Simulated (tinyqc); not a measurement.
Changing the crack length L: wafer bonding and layer transfer: bond energy, gap closing, particles, bonding of dissimilar wafers and hydrogen blisters. Computed by tinyqc, a small Python program. Command: `OMP_NUM_THREADS=1 python tinyqc.py 3019205 3019206 out.jsonl bond sweep`. One thread of a shared host (Intel(R) Xeon(R) Processor @ 2.30GHz), about 0.01 s of CPU time with the checks.

gamma is the energy per area of each of the two surfaces; plates are isotropic.

Inputs (values chosen for the exercise, with wafer 1 close to silicon):
```
quantity                    value        unit
Young's modulus E1            167         GPa
Young's modulus E2           70.4         GPa
Poisson ratio nu             0.21           -
thickness t1                  625  micrometre
thickness t2                  350  micrometre
blade thickness t_b           100  micrometre
particle radius h           0.099  micrometre
radius of a shallow gap R   0.046          mm
half height of the gap h_g     24          nm
```

Pair: two different wafers.

Method:
- Two cantilevers opened by t_b: gamma = 3 t_b^2 E1 t1^3 E2 t2^3/(16 L^4 (E1 t1^3 + E2 t2^3)).
- E' = E1/(1 - nu^2), equal wafers of thickness t1 assumed. A gap of radius R closes if h_g < h_c: h_c = R^2/sqrt((2/3) E' t1^3/gamma) for R > 2 t1 (plate bending), h_c = 3.6 sqrt(R gamma/E') for R < 2 t1 (local deformation).
- E' = E1/(1 - nu^2), equal wafers assumed. Void radius in the plate regime: R_v = [(2/3) E' t1^3/gamma]^(1/4) h^(1/2). Below h_crit = 5 sqrt(t1 gamma/E') the wafers deform locally and R_v is of the order of h (taken as h).

One run for each value:
```
crack length L (mm)  bond energy gamma (J/m^2)  void radius (micrometre)  closable height h_c (nm)
11                                     0.35991                9.9000e-02                    35.045
13                                     0.18450                9.9000e-02                    25.091
15                                     0.10409                1.2792e+03                    18.846
17                                     0.06309                1.4497e+03                    14.673
20                                     0.03293                1.7056e+03                    10.601
23                                     0.01883                1.9614e+03                     8.016
```

Over the rows, bond energy gamma (J/m^2) falls from 0.360 to 0.0188 (exponent d ln y / d ln x about -4.0 throughout); void radius (micrometre) rises from 0.0990 to 1960, flat over part of the range; closable height h_c (nm) falls from 35.0 to 8.02 (exponent d ln y / d ln x about -2.0 throughout). The exponent of bond energy gamma stays at -4: beam compliance goes as L^3.  Left out: 27.0, 32.0 (bond energy out of the physical range).
